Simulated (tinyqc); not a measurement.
Level against rehybridisation: Weaire-Thorpe hybrids on a Bethe lattice: gap and dangling bond of an amorphous tetrahedral solid.

Four sp3 hybrids an atom at energy 0, coupled by -V1 on the atom and by -V2 along a bond; the bonds form a tree (no rings). For any network the gap runs at least from -V2 + V1 to V2 - 3 V1, and p-like states pile up at -V2 + V1 and V2 + V1. On the tree the gap is wider: it ends at Ec = -V1 + sqrt(V2^2 + 4 V1^2 - 2 sqrt3 V1 V2), which makes it well wider than the gaps of the real glasses. A branch seen from a hybrid has the self-energy S = V2^2 g, where g is the Green function of the hybrid across the bond, whose three partners carry S themselves. With a = z - V1, b = a - S: g = 1/(a + V1 b/(b + 3 V1)), z = E + i eta. A full atom has G = (1/b)(b + 3 V1)/(b + 4 V1) per hybrid; a dangling hybrid with shift dh has G = 1/(1/g - dh).

Parameters, chosen for this exercise (out of a larger set: of the size of tabulated hybrid energies for amorphous silicon; not measured data): V1 = 1.84 eV (coupling of two hybrids on one atom); V2 = 4.27 eV (coupling of the two hybrids of a bond).

Root of 1/g(E) = dh for eta = 0 in the gap of the tree, between Ev = -V2 + V1 and Ec; a dash: none. A flatter atom makes the hybrid more p-like (dh > 0, up to V1), a more pyramidal one more s-like (dh < 0).

Level:

| dh (eV) | E (eV) | above Ev (eV) | weight |
|---|---|---|---|
| -3.0 | -1.7341 | 0.6959 | 0.588 |
| -2.5 | -1.4351 | 0.9949 | 0.607 |
| -2.0 | -1.1294 | 1.3006 | 0.614 |
| -1.5 | -0.8234 | 1.6066 | 0.607 |
| -1.0 | -0.5251 | 1.9049 | 0.582 |
| -0.5 | -0.2454 | 2.1846 | 0.531 |
| 0.0 | 0.0000 | 2.4300 | 0.443 |
| 0.5 | 0.1884 | 2.6184 | 0.300 |
| 1.0 | 0.2880 | 2.7180 | 0.086 |

A level exists for 9 of the 9 rows, from dh = -3 (0.696 eV above Ev) to 1 (2.718 eV); the gap of the tree is 2.725 eV. Its slope dE/d(dh) is the weight, largest at dh = -2 (0.61). A level that rises as the atom flattens is why an emptied dangling bond relaxes flat and a doubly filled one pyramidal.

(tinyqc, `OMP_NUM_THREADS=1 python tinyqc.py 1482846 1482847 out.jsonl`, Intel(R) Xeon(R) Processor @ 2.30GHz, 1 thread, shared host, about 0.02 s.)
